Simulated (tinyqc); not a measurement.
# Admittance spectroscopy and thermally stimulated current of one trap level in a depletion layer, step by step

A worked calculation. Computed by tinyqc, a small Python program that keeps every step. Command: `OMP_NUM_THREADS=1 python tinyqc.py 3110354 3110355 out.jsonl admit walk`. One thread of a shared host (Intel(R) Xeon(R) Processor @ 2.30GHz), about 0.01 s of CPU time with the checks. Intermediate numbers are printed to about 6 digits and carried at full precision; extremes and crossings named in words are read from the listed rows.

A Schottky junction on n-type material holds one donor-like electron trap; shallow donors are fully ionised and abrupt depletion edges are assumed.

Inputs (values chosen for the exercise, modelled on n-type 4H-SiC):
```
quantity                         value    unit
dielectric constant eps            9.7       -
density-of-states mass m         0.797     m_0
shallow doping N               6.2e+15  1/cm^3
trap density N_t                 3e+14  1/cm^3
trap depth E_t below the band    0.483      eV
capture cross section sigma      6e-16    cm^2
band bending V_b                     2       V
test frequency f                800000      Hz
heating rate beta                  1.1     K/s
```

Constants: k_B = 1.380649e-23 J/K; m_0 = 9.1093837015e-31 kg; h = 6.62607015e-34 J s; k_B = 8.617333262e-05 eV/K; eps_0 = 8.8541878128e-12 F/m; e = 1.602176634e-19 C.

## Temperature of the peak

N_c = 2 (2 pi m k_B T/h^2)^(3/2), v_th = sqrt(3 k_B T/m), emission rate e_n = sigma v_th N_c exp(-E_t/(k_B T)). Where the level crosses the Fermi level capture equals emission, so the trap follows the signal with the rate 2 e_n; G/omega peaks at omega = 2 e_n (the correction for large N_t/N is left out). Solve 2 e_n(T_p) = 2 pi f.

peak temperature T_p = 473.353 K

N_c at T_p = 3.53880e+19 1/cm^3

e_n at T_p = 2.51327e+06 1/s

E_c - E_F = k_B T_p ln(N_c/N) = 0.352820 eV

## The capacitance step

With E_c - E_F = k_B T_p ln(N_c/N): lambda = sqrt(2 eps eps_0 (E_t - (E_c - E_F))/(e^2 N)); traps are empty and charged for x < x_t = w - lambda, and V_b = e (N w^2 + N_t x_t^2)/(2 eps eps_0). High frequency: C_hf = eps eps_0/w. Low frequency: C_lf = eps eps_0 (N + N_t)/(N w + N_t x_t).

lambda = 150.036 nm

depletion width w = 580.414 nm

crossing point x_t = 430.377 nm

C_hf = 14.7973 nF/cm^2

C_lf = 14.9760 nF/cm^2

step (C_lf - C_hf)/C_hf = 0.0120748

small-N_t estimate (N_t/N)(lambda/w) = 0.0125080

Reading N_t/N straight from the step would give 0.0121 against the true 0.0484: the factor lambda/w must be known.

## Scan in temperature at fixed frequency

With x = omega/(2 e_n): C = C_hf + (C_lf - C_hf)/(1 + x^2), G/omega = (C_lf - C_hf) x/(1 + x^2); C_hf and C_lf are held at their values at T_p.

Admittance:
```
T (K)  omega/(2 e_n)  C (nF/cm^2)  G/omega (nF/cm^2)
416.6        6.47873      14.8015          0.0269369
435.5        3.30653      14.8123          0.0495085
449.7        2.06541      14.8312          0.0700800
463.9        1.32530      14.8621          0.0859076
473.4        0.99863      14.8868          0.0893371
482.8        0.76245      14.9103          0.0861493
497.0        0.51640      14.9384          0.0728422
516.0        0.31626      14.9597          0.0513701
539.6        0.17984      14.9704          0.0311258
```

The peak of G/omega is half the step, 0.0893 nF/cm^2. Its full width is near 2 ln(2 + sqrt3) k_B T_p^2/(E_t + 2 k_B T_p) = 90.1 K.

## Arrhenius plot

T_p for 0.1, 0.3, 1, 3 and 10 f; least-squares lines of ln(e_n/T^2) and of ln(e_n) against 1/(k_B T), e_n = pi f; sigma = exp(intercept)/(v_th N_c/T^2).

Peaks:
```
f (Hz)    T_p (K)  1/(k_B T) (1/eV)  ln(e_n/T^2)  ln(e_n)
8.00e+04  405.199           28.6391      0.42576  12.4345
2.40e+05  435.264           26.6609      1.38122  13.5331
8.00e+05  473.353           24.5156      2.41741  14.7371
2.40e+06  513.899           22.5813      3.35166  15.8357
8.00e+06  566.326           20.4909      4.36134  17.0397
```

depth from e_n/T^2 = 0.483 eV

cross section from the intercept = 6.00e-16 cm^2

depth without the T^2 = 0.565026 eV

Leaving out T^2 adds 82 meV, near 2 k_B T_p = 82 meV.

## Thermally stimulated current

Thermally stimulated current without retrapping: filled share n(T) = exp(-(1/beta) int e_n dT), current proportional to e_n n; the peak obeys beta (E_t/(k_B T^2) + 2/T) = e_n(T). The integral starts at 0.5 T_m and uses 4000 trapezoid steps to 1.2 T_m. Chen's first-order estimate from the full width W = T_2 - T_1 between the half-height points: E = 2.52 k_B T_m^2/W - 2 k_B T_m.

peak temperature T_m = 208.925 K

lower half-height T_1 = 199.062 K

upper half-height T_2 = 216.023 K

filled share at T_m = 0.391070

E_t/(k_B T_m) = 26.8277

symmetry factor (T_2 - T_m)/(T_2 - T_1) = 0.418487

depth by Chen's formula = 0.522823 eV

The slow ramp empties the trap at 209 K, far below the admittance peak at 473 K, since the rate asked for is 0.15 per second instead of 2.5e6. Chen's formula, made for a constant prefactor, gives 40 meV more than E_t.

Checks made by the program: C_lf against dQ/dV by differences (relative difference below 1e-10); depth recovered (relative difference below 1e-10); peak of the integrated curve (relative difference 3e-05).
